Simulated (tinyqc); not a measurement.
## Capacitances against the relative permittivity between the lines

Endless row of lines of width wl, height tl and space sl between grounded planes at distance hd; e2 fills the gaps beside the lines, e1 the rest. Laplace's equation is solved on meshes of 3, 6 and 12 steps per unit u and extrapolated (Aitken), which is good to about 0.2 %. C_even (all lines at 1 V) is the capacitance Cg to the planes; C_odd (neighbours in antiphase) = Cg + 4 Cc if only nearest neighbours couple, which defines Cc; total with quiet neighbours Cg + 2 Cc. Plate values 2 eps0 e1 wl/hd and eps0 e2 tl/sl.

Inputs (values chosen for the exercise): relative permittivity above and below the lines e1 = 2.7; line width, in units u wl = 6 u; line height tl = 6 u; space between lines sl = 8 u; distance to each plane hd = 8 u.

Constants: eps0 = 8.8541878128e-12 F/m. Results are converted to the units shown.

The same in every row: plate Cg (aF/um) = 35.9.

Result of one run:

| e2 | Cg (aF/um) | Cc (aF/um) | Cg + 2 Cc (aF/um) | C_odd (aF/um) | plate Cc (aF/um) | share of coupling, 2 Cc/(Cg + 2 Cc) (%) |
|---|---|---|---|---|---|---|
| 1.5 | 73.1 | 15.4 | 104 | 135 | 9.96 | 29.6 |

What becomes of these results when the relative permittivity between the lines e2 is changed from 1.5 to 7, all else the same?

Result of the changed run:

| e2 | Cg (aF/um) | Cc (aF/um) | Cg + 2 Cc (aF/um) | C_odd (aF/um) | plate Cc (aF/um) | share of coupling, 2 Cc/(Cg + 2 Cc) (%) |
|---|---|---|---|---|---|---|
| 7 | 79.3 | 51.2 | 182 | 284 | 46.5 | 56.4 |

The whole series:

| e2 | Cg (aF/um) | Cc (aF/um) | Cg + 2 Cc (aF/um) | C_odd (aF/um) | plate Cc (aF/um) | share of coupling, 2 Cc/(Cg + 2 Cc) (%) |
|---|---|---|---|---|---|---|
| 1 | 71.5 | 12.2 | 95.9 | 120 | 6.64 | 25.5 |
| 1.5 | 73.1 | 15.4 | 104 | 135 | 9.96 | 29.6 |
| 2 | 74.3 | 18.6 | 111 | 149 | 13.3 | 33.3 |
| 2.5 | 75.2 | 21.8 | 119 | 162 | 16.6 | 36.7 |
| 3 | 76.0 | 25.0 | 126 | 176 | 19.9 | 39.7 |
| 3.9 | 77.1 | 30.9 | 139 | 201 | 25.9 | 44.5 |
| 5 | 78.1 | 38.0 | 154 | 230 | 33.2 | 49.4 |
| 7 | 79.3 | 51.2 | 182 | 284 | 46.5 | 56.4 |

As e2 goes from 1 to 7, Cg rises from 71.5 to 79.3 aF/um, Cc rises from 12.2 to 51.2 aF/um and the share of coupling rises from 25.5 to 56.4 %. Cg is 1.99 times its plate value in the first row and 2.21 times in the last; for Cc the ratios are 1.84 and 1.10. Neighbours in antiphase raise the load by a factor of 1.25 and 1.56 over quiet ones.

Computed by the program tinyqc: `OMP_NUM_THREADS=1 python tinyqc.py 2790185 2790186 out.jsonl`, one thread of a shared Intel Xeon 2.30GHz, about 1 s for the whole run.
